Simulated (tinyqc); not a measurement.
Inside a calculation. Model: MOS inversion layer, Poisson-Schroedinger loop.

tinyqc, about 0.8 s, one thread, Intel Xeon 2.30GHz (shared host): `OMP_NUM_THREADS=1 python tinyqc.py 2160064 2160065 out.jsonl` Printed values are rounded.

Electrons confined at an insulator interface at z = 0, treated as a hard wall; parabolic valleys, Hartree approximation, no image or exchange terms. The depletion charge lies far deeper than the electrons and gives a uniform field q Nd/(eps0 eps_r); the gate balances all charge. Energies are counted from the band edge at the interface.

Inputs (values chosen for the exercise); masses and permittivity close to those of silicon (110):

| symbol | value | unit | meaning |
|---|---|---|---|
| T | 300 | K | temperature |
| eps_r | 11.8 |  | relative permittivity |
| mz1 | 0.318 | m0 | mass along z of valley set A (4 valley(s)) |
| md1 | 0.326 | m0 | in-plane density-of-states mass of set A |
| mz2 | 0.193 | m0 | mass along z of valley set B (2 valley(s)) |
| md2 | 0.411 | m0 | in-plane density-of-states mass of set B |
| Ns | 9.8e11 | cm^-2 | sheet density of electrons |
| Nd | 2e12 | cm^-2 | sheet density of depletion charge |
| dE | 0.05 | eV | extra shift of set B (strain) |
| hz | 0.85 | nm | mesh step |
| a | 0.5 |  | mixing factor |

Constants: q = 1.602176634e-19 C, kB = 1.380649e-23 J/K, hbar = 1.054571817e-34 J s, m0 = 9.1093837015e-31 kg, Vt = kB T/q, eps0 = 8.8541878128e-14 F/cm where lengths are in cm, hbar^2/(2 m0) = 0.0380998212 eV nm^2. Results are converted to the units shown.

## Fixed part of the potential

z, node 1 to 15 (nm): 0.85  1.7  2.55  3.4  4.25  5.1  5.95  6.8  7.65  8.5  9.35  10.2  11.05  11.9  12.75

V0 = q Nd z/(eps0 eps_r) in eV.

fixed potential V0, node 1 to 15 (eV): 0.0260693  0.0521385  0.0782078  0.1042770  0.1303463  0.1564155  0.1824848  0.2085540  0.2346233  0.2606925  0.2867618  0.3128310  0.3389003  0.3649695  0.3910388

## Round 1: levels and probability densities

self-consistent potential U at the start, node 1 to 15 (eV): 0  0  0  0  0  0  0  0  0  0  0  0  0  0  0

Tridiagonal Hamiltonian with psi = 0 one step beyond both ends: H_ii = C (1/m_(i-1/2) + 1/m_(i+1/2))/hz^2 + V0_i + U_i (+ dE for the set B), H_(i,i+1) = -C/(m_(i+1/2) hz^2), C = hbar^2/(2 m0). The lowest 2 level(s) of each valley set are kept, normalised to hz sum |psi|^2 = 1. The mass is the same on all intervals.

levels (eV): A1 0.1116524, A2 0.1933622, B1 0.1823028, B2 0.2798010

```
node  |psi|^2 of A1 (1/nm)  |psi|^2 of A2 (1/nm)  |psi|^2 of B1 (1/nm)  |psi|^2 of B2 (1/nm)
1                0.1637185             0.1474153             0.1030411             0.0960619
2                0.3605035             0.1448223             0.2674888             0.1511448
3                0.3372515             0.0028167             0.3154443             0.0461458
4                0.1970685             0.0968861             0.2449249             0.0061350
5                0.0825818             0.2584570             0.1424237             0.1125497
6                0.0266383             0.2624688             0.0661416             0.2213958
7                0.0069075             0.1616866             0.0254932             0.2296261
8                0.0014831             0.0704969             0.0083679             0.1639241
9                0.0002694             0.0234845             0.0023829             0.0894450
10               0.0000421             0.0062585             0.0005970             0.0394221
11               0.0000057             0.0013761             0.0001331             0.0145141
12               0.0000007             0.0002552             0.0000266             0.0045583
13               0.0000001             0.0000405             0.0000048             0.0012300
14               0.0000000             0.0000055             0.0000008             0.0002766
15               0.0000000             0.0000005             0.0000001             0.0000412
```

## Round 1: Fermi level and occupations

Level k holds N_k = D_k Vt ln(1 + exp((EF - E_k)/Vt)) with D = 4 md1 m0 q/(pi hbar^2) for the set A, D = 2 md2 m0 q/(pi hbar^2) for the set B per eV (spin included); EF is fixed by sum N_k = Ns.

EF = 0.04143072 eV
N_k (cm^-2): A1 9.016130e11, A2 3.942070e10, B1 3.808770e10, B2 8.786109e8

## Round 1: density, output potential and mixing

n_i = sum_k N_k |psi_k|^2 (converted to cm^-3). Hartree part by Gauss: on the interval before node i the electrons still beyond are S_i = Ns - hz sum_(j<i) n_j, and U_i = U_(i-1) + q S_i hz/(eps0 eps_r) in eV, U_0 = 0 at the interface. Mixing: U(new) = U + a (U(out) - U).

```
node  n (1e18 cm^-3)  U(out) (eV)  U after round 1 (eV)
1           1.574309   0.01277393            0.00638697
2           3.410645   0.02380362            0.01190181
3           3.162365   0.03105451            0.01552725
4           1.908329   0.03480168            0.01740084
5           0.901688   0.03643452            0.01821726
6           0.370778   0.03706835            0.01853418
7           0.137744   0.03729138            0.01864569
8           0.045789   0.03736179            0.01868090
9           0.013380   0.03738148            0.01869074
10          0.003420   0.03738633            0.01869317
11          0.000772   0.03738740            0.01869370
12          0.000157   0.03738761            0.01869381
13          0.000029   0.03738765            0.01869383
14          0.000005   0.03738766            0.01869383
15          0.000001   0.03738766            0.01869383
```

## Round 2: levels and probability densities

As before.

levels (eV): A1 0.1252614, A2 0.2094108, B1 0.1971004, B2 0.2963964

```
node  |psi|^2 of A1 (1/nm)  |psi|^2 of A2 (1/nm)  |psi|^2 of B1 (1/nm)  |psi|^2 of B2 (1/nm)
1                0.1822032             0.1530757             0.1126920             0.0995951
2                0.3780020             0.1332231             0.2814707             0.1475080
3                0.3315496             0.0003526             0.3182085             0.0385015
4                0.1826020             0.1159686             0.2376418             0.0102545
5                0.0726849             0.2700812             0.1335997             0.1242729
6                0.0224304             0.2582206             0.0602692             0.2280616
7                0.0055965             0.1528922             0.0226519             0.2282123
8                0.0011614             0.0646939             0.0072719             0.1589859
9                0.0002046             0.0210321             0.0020299             0.0851369
10               0.0000311             0.0054900             0.0004995             0.0369491
11               0.0000041             0.0011855             0.0001095             0.0134257
12               0.0000005             0.0002163             0.0000216             0.0041683
13               0.0000001             0.0000338             0.0000038             0.0011136
14               0.0000000             0.0000045             0.0000006             0.0002484
15               0.0000000             0.0000004             0.0000001             0.0000368
```

## Round 2: Fermi level and occupations

As before.

EF = 0.05518546 eV
N_k (cm^-2): A1 9.065499e11, A2 3.607792e10, B1 3.658495e10, B2 7.871882e8

## Round 2: density, output potential and mixing

As before.

```
node  n (1e18 cm^-3)  U(out) (eV)  U after round 2 (eV)
1           1.749002   0.01277393            0.00958045
2           3.578978   0.02361007            0.01775594
3           3.122510   0.03048091            0.02300408
4           1.784240   0.03389218            0.02564651
5           0.806221   0.03532661            0.02677194
6           0.320348   0.03586780            0.02720099
7           0.115979   0.03605406            0.02734987
8           0.037781   0.03611182            0.02739636
9           0.010856   0.03612772            0.02740923
10          0.002736   0.03613160            0.02741238
11          0.000611   0.03613244            0.02741307
12          0.000123   0.03613261            0.02741321
13          0.000023   0.03613264            0.02741323
14          0.000004   0.03613264            0.02741324
15          0.000000   0.03613264            0.02741324
```

## Course of the self-consistent loop

Start from U = 0. Stop when the largest |U(out) - U| is below 1e-7 eV, or after 120 rounds.

Course of the iteration:
```
round  level A1 (eV)     EF (eV)  largest |U(out) - U| (eV)
1          0.1116524  0.04143072                     0.0374
2          0.1252614  0.05518546                     0.0174
3          0.1317432  0.06173003                    8.17e-3
4          0.1348633  0.06487703                    3.85e-3
5          0.1363738  0.06639896                    1.82e-3
6          0.1371076  0.06713764                    8.62e-4
7          0.1374651  0.06749710                    4.12e-4
8          0.1376395  0.06767241                    1.98e-4
9          0.1377248  0.06775807                    9.59e-5
10         0.1377666  0.06780000                    4.64e-5
11         0.1377871  0.06782055                    2.27e-5
12         0.1377972  0.06783064                    1.11e-5
13         0.1378021  0.06783561                    5.46e-6
14         0.1378046  0.06783805                    2.68e-6
15         0.1378058  0.06783925                    1.32e-6
16         0.1378064  0.06783984                    6.51e-7
17         0.1378067  0.06784014                    3.21e-7
18         0.1378068  0.06784028                    1.58e-7
19         0.1378069  0.06784035                    7.82e-8
```

Converged in 19 rounds. Towards the end the residual shrinks by a factor of about 0.49 a round.

## Converged levels, occupations and centroid

converged U, node 1 to 15 (eV): 0.01277388  0.02343859  0.02999933  0.03315506  0.03444664  0.03492384  0.03508547  0.03513495  0.03514843  0.03515168  0.03515238  0.03515252  0.03515254  0.03515255  0.03515255

Solve for the levels with V0 + U, find EF, n_i = sum_k N_k |psi_k|^2 (in cm^-3); share of each level N_k/Ns; centroid sum n z/sum n.

levels (eV): A1 0.1378069, A2 0.2238578, B1 0.2106508, B2 0.3112690
EF = 0.06784035 eV
shares (%): A1 92.88482, A2 3.43515, B1 3.60630, B2 0.07372
n, node 1 to 15 (in units of 1e18 cm^-3): 1.903710  3.704149  3.073281  1.682532  0.735033  0.284821  0.101226  0.032499  0.009225  0.002301  0.000510  0.000102  0.000019  0.000003  0.000000
centroid = 2.339117 nm

An 800-node mesh to 22 nm with 8 levels a set gives A1 = 0.1396 eV, EF = 0.06965 eV and a centroid of 2.401 nm; the levels kept above hold 99.8 % of the electrons there. The coarse centroid is 2.6 % below the fine one.

## Closed-form estimates

Triangular well: E_k = a_k (C F^2/mz)^(1/3), a_1 = 2.338107, a_2 = 4.087949, C = hbar^2/(2 m0), F in eV/nm. Fang-Howard (all electrons in the lowest level of set A): b^3 = 6 (mz1/C) q (Nd + 11 Ns/32)/(eps0 eps_r), centroid 3/b, level C b^2/(4 mz1) + (3/b) q (Nd + 11 Ns/16)/(eps0 eps_r). Use F = q (Nd + Ns)/(eps0 eps_r), the surface field, and F = q (Nd + Ns/2)/(eps0 eps_r).

A1 with the surface field = 0.1473308 eV
A1 with Nd + Ns/2 = 0.1307021 eV
A2 with Nd + Ns/2 = 0.2285196 eV
b = 1.215225 1/nm
Fang-Howard centroid = 2.468678 nm
Fang-Howard level = 0.1454530 eV

Against the self-consistent A1 = 0.1396 eV on a fine mesh, the surface-field estimate is 5.6 % above it, the half-charge one 6.4 % below it and Fang-Howard 4.2 % above it. A1 holds 93.0 % of the electrons, and the Fang-Howard centroid is 2.8 % above the full one.
